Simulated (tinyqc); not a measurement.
Worked calculation: plane-wave Kohn-Sham cycle with exchange-only LDA in a layered model solid. One step of it, computed by the program tinyqc.

Task: Iteration 1: levels at that k. Diagonalise the Hermitian matrix.

H (hartree), order -3, -2, -1, +0, +1, +2, +3:
```
[[0.745900, -0.160000, 0.015000, 0.000000, 0.000000, 0.000000, 0.000000],
 [-0.160000, 0.242349, -0.160000, 0.015000, 0.000000, 0.000000, 0.000000],
 [0.015000, -0.160000, -0.059782, -0.160000, 0.015000, 0.000000, 0.000000],
 [0.000000, 0.015000, -0.160000, -0.160492, -0.160000, 0.015000, 0.000000],
 [0.000000, 0.000000, 0.015000, -0.160000, -0.059782, -0.160000, 0.015000],
 [0.000000, 0.000000, 0.000000, 0.015000, -0.160000, 0.242349, -0.160000],
 [0.000000, 0.000000, 0.000000, 0.000000, 0.015000, -0.160000, 0.745900]]
```

Give: eigenvalues.

Result:

eigenvalues (hartree): [-0.348, -0.144, 0.033, 0.261, 0.301, 0.797, 0.797]
